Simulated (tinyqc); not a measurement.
Two-band k.p model of the X valleys of a zinc-blende crystal, step by step. Values are carried at full precision from step to step, so a last printed digit may differ when a step is redone from the rounded ones.

With x = D/D0: for x < 1 the minima lie at k_m = sqrt(ml D0 (1 - x^2)/(4 c)), the hump at X has the height dE = (D0/4)(1 - x)^2 and the mass at the minimum is ml/(1 - x^2); the mass at X is ml/(1 - 1/x), negative for x < 1. For x > 1 the minimum is at X.

Constants: hbar^2/2m0 = 3.80998211 eV angstrom^2; kB = 8.617333262e-05 eV/K.

Values chosen for the exercise (of the order of those of GaP; not measured data): D = 0.375 eV (splitting of the two conduction levels at X); D0 = 0.484 eV (coupling energy); ml = 0.939 m0 (mass along the axis from remote bands); k = 0.188 1/angstrom (wave vector from X); kmax = 0.22 1/angstrom (end of the path); mt = 0.261 m0 (transverse mass); T = 77 K (temperature).

## Shape of the lower band

Give x, k_m, dE and both masses.

x = 0.7748
k_m = 0.10918 1/angstrom
dE = 6.137 meV
mass at the minimum = 2.349 m0
mass at X = -3.231 m0

The coupling wins over the splitting, so each X point carries two minima; the hump equals kT at 71 K.

## The matrix at one k

k along the valley axis, counted from X, c = hbar^2/2m0, e = c k^2/ml. H = [[e - D/2, i P k], [-i P k, e + D/2]] with P^2 = D0 c/ml, so E = e -/+ sqrt(D^2/4 + D0 e). For D = 0 (diamond lattice) the bands cross at X.

Give P, the matrix, its levels and the weight of the lower X state in the lower band.

P = 1.4014 eV angstrom

H (eV):
```
,1,2
1,-0.0441,0.2635i
2,-0.2635i,0.3309
```

levels (eV): -0.1800  0.4668

weight = 0.7899

## Dispersion along the axis

Nine points; energies of the lower band from its minimum, against a parabola about the minimum with the mass there.

Results:
```
k (1/angstrom),lower band (meV),parabola (meV),gap to the upper band (eV)
0.0000,6.14,19.33,0.3750
0.0275,5.29,10.82,0.3828
0.0550,3.19,4.76,0.4054
0.0825,0.97,1.15,0.4406
0.1100,0.00,0.00,0.4855
0.1375,1.49,1.30,0.5377
0.1650,6.41,5.05,0.5954
0.1925,15.47,11.26,0.6570
0.2200,29.18,19.92,0.7217
```

At kmax the band lies at 29.2 meV and the parabola at 19.9 meV: far from X the curvature returns to 1/ml, so the band is steeper than the parabola of the minimum.

## Thermal masses

Thermal masses along the axis for one X point, lower band, E from the minimum, on 1601 points from -0.8 to 0.8 1/angstrom: density-of-states mass m_d = c I^2/(pi kT), I = integral of exp(-E/kT) dk; conductivity mass m_c = 2 c kT/<(dE/dk)^2> with central differences.

Give m_d, m_c and Nc = 3 x 2 (kT/(4 pi c))^(3/2) mt sqrt(m_d) for three X points; 1 angstrom^-3 = 1e24 cm^-3.

m_d = 10.804 m0
m_c = 3.442 m0
Nc = 8.398e+18 cm^-3

Two separate parabolic minima would give m_d = 4 x 2.349 = 9.397; kT/dE = 1.08.

## Checks

- Height of the hump by numerical search against the closed form (meV): both 6.137.
- Thermal masses without coupling against ml: both 0.9390.

tinyqc: `OMP_NUM_THREADS=1 python tinyqc.py 1850934 1850935 out.jsonl`; about 0.01 s, one thread, shared Intel(R) Xeon(R) Processor @ 2.30GHz.
